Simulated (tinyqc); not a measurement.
Worked calculation: carrier statistics of a doped semiconductor with parabolic bands. Values are carried at full precision from step to step, so a last printed digit may differ when a step is redone from the rounded ones.

Constants: kB = 8.617333262e-05 eV/K; hbar^2/2m0 = 3.80998211 eV angstrom^2.

Values chosen for the exercise (near those of Ge; the results hold for these values, not for the real material):
- Eg0 = 0.741 eV (gap at 0 K)
- al = 0.000489 eV/K (Varshni alpha)
- be = 224 K (Varshni beta)
- T = 400 K
- ml = 1.65 m0 (longitudinal electron mass)
- mt = 0.0863 m0 (transverse electron mass)
- Mv = 4 (equivalent valleys)
- mhh = 0.32 m0 (heavy-hole mass)
- mlh = 0.0455 m0 (light-hole mass)
- ND = 6.7e+12 1/cm^3 (donors)
- NA = 1.6e+14 1/cm^3 (acceptors)
- ED = 0.0125 eV (donor level below Ec)
- EA = 0.0114 eV (acceptor level above Ev)

## Gap and thermal energy

Eg(T) = Eg0 - al T^2/(T + be) (Varshni).

Eg = 0.61562 eV
kT = 0.034469 eV

The gap has shrunk by 125.4 meV from 0 K and is 17.9 kT wide.

## Effective densities of states

m_de = Mv^(2/3) (ml mt^2)^(1/3); m_dh = (mhh^(3/2) + mlh^(3/2))^(2/3); N = 2 (m kB T/(4 pi c))^(3/2) with c = hbar^2/2m0, in 1/angstrom^3; times 1e24 for 1/cm^3.

m_de = 0.5815 m0
m_dh = 0.3313 m0
Nc = 1.7131e+19 1/cm^3
Nv = 7.3686e+18 1/cm^3

The light holes supply 5.1 % of Nv, and Nc/Nv = 2.32.

## Intrinsic density and level

With Boltzmann statistics ni = sqrt(Nc Nv) exp(-Eg/2kT) and Ei = Eg/2 + (kT/2) ln(Nv/Nc), counted from Ev.

ni = 1.49e+15 1/cm^3
Ei = 0.2933 eV

Ei lies 14.5 meV below midgap, towards the band with the smaller density of states.

## Neutrality by bisection

Energies are counted from Ev, so Ec = Eg. n = Nc F_1/2((EF - Eg)/kT), p = Nv F_1/2(-EF/kT), ND+ = ND/(1 + 2 exp((EF - Eg + ED)/kT)), NA- = NA/(1 + 4 exp((EA - EF)/kT)); neutrality asks p + ND+ = n + NA-. F_j(eta) = (1/Gamma(j + 1)) integral_0^infinity x^j dx/(1 + exp(x - eta)), which tends to exp(eta) for eta << 0.

Start from the bracket [-0.2 eV, Eg + 0.2 eV]; at the midpoint EF take the sign of p + ND+ - n - NA-; where it is positive EF must rise. Fourteen steps are shown.

Bisection (eV, 1/cm^3):

| step | low | high | EF | n | p | ND+ | NA- | sign |
|---|---|---|---|---|---|---|---|---|
| 1 | -0.20000 | 0.81562 | 0.30781 | 2.27e+15 | 9.75e+14 | 6.70e+12 | 1.60e+14 | - |
| 2 | -0.20000 | 0.30781 | 0.05390 | 1.43e+12 | 1.44e+18 | 6.70e+12 | 7.39e+13 | + |
| 3 | 0.05390 | 0.30781 | 0.18086 | 5.70e+13 | 3.87e+16 | 6.70e+12 | 1.55e+14 | + |
| 4 | 0.18086 | 0.30781 | 0.24433 | 3.60e+14 | 6.15e+15 | 6.70e+12 | 1.59e+14 | + |
| 5 | 0.24433 | 0.30781 | 0.27607 | 9.03e+14 | 2.45e+15 | 6.70e+12 | 1.60e+14 | + |
| 6 | 0.27607 | 0.30781 | 0.29194 | 1.43e+15 | 1.55e+15 | 6.70e+12 | 1.60e+14 | - |
| 7 | 0.27607 | 0.29194 | 0.28400 | 1.14e+15 | 1.95e+15 | 6.70e+12 | 1.60e+14 | + |
| 8 | 0.28400 | 0.29194 | 0.28797 | 1.28e+15 | 1.73e+15 | 6.70e+12 | 1.60e+14 | + |
| 9 | 0.28797 | 0.29194 | 0.28996 | 1.35e+15 | 1.64e+15 | 6.70e+12 | 1.60e+14 | + |
| 10 | 0.28996 | 0.29194 | 0.29095 | 1.39e+15 | 1.59e+15 | 6.70e+12 | 1.60e+14 | + |
| 11 | 0.29095 | 0.29194 | 0.29144 | 1.41e+15 | 1.57e+15 | 6.70e+12 | 1.60e+14 | + |
| 12 | 0.29144 | 0.29194 | 0.29169 | 1.42e+15 | 1.56e+15 | 6.70e+12 | 1.60e+14 | - |
| 13 | 0.29144 | 0.29169 | 0.29157 | 1.42e+15 | 1.56e+15 | 6.70e+12 | 1.60e+14 | - |
| 14 | 0.29144 | 0.29157 | 0.29150 | 1.41e+15 | 1.57e+15 | 6.70e+12 | 1.60e+14 | - |

Each step halves the bracket, which is 0.124 meV wide at the last row.

## The neutral state

Solve the neutrality condition for EF to convergence.

EF = 0.2915 eV
n = 1.41e+15 1/cm^3
p = 1.57e+15 1/cm^3
ND+ = 6.70e+12 1/cm^3
NA- = 1.60e+14 1/cm^3

The material is nearly intrinsic; 99.9 % of the acceptors are ionised. EF lies 8.46 kT inside the gap from the valence edge, so Boltzmann statistics would serve; n p/(Nc Nv exp(-Eg/kT)) = 1.000.

## Checks

- F_1/2(1) by the trapezoid rule against adaptive quadrature: both 1.575641.
- Positive against negative charge at the solution (1/cm^3): both 1.57240e+15.

Computed by tinyqc, a small Python program: `OMP_NUM_THREADS=1 python tinyqc.py 1682083 1682084 out.jsonl` (the numbers bound the seed that draws the inputs); one thread of a shared host (Intel(R) Xeon(R) Processor @ 2.30GHz), about 0.01 s for the whole set of steps.
